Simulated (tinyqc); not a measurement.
Composition and strain of an epitaxial Si(1-x)Ge(x) layer from Raman and X-ray peaks: one step, computed by the program tinyqc.

A (001) layer, biaxially strained in the plane. The Raman peaks follow empirical lines omega = w0 + c1 x + c3 x^3 + b eps (c3 for Si-Ge alone), with eps the in-plane strain.

Task: X-ray (004) reflection. Bragg angle theta = arcsin(2 lambda/a) for (004), for the substrate with a_sub and the layer with a_perp; separation in arc seconds.

Inputs (values chosen for the exercise, modelled on silicon-germanium): X-ray wavelength = 1.540598 angstrom.

Substrate: relaxed alloy buffer.

substrate constant a_sub = 5.441115 angstrom

a_perp = 5.530307 angstrom

Give: theta of the substrate; theta of the layer; separation, layer less substrate.

Result:

theta of the substrate = 34.49 degree

theta of the layer = 33.86 degree

separation, layer less substrate = -2277 arcsec
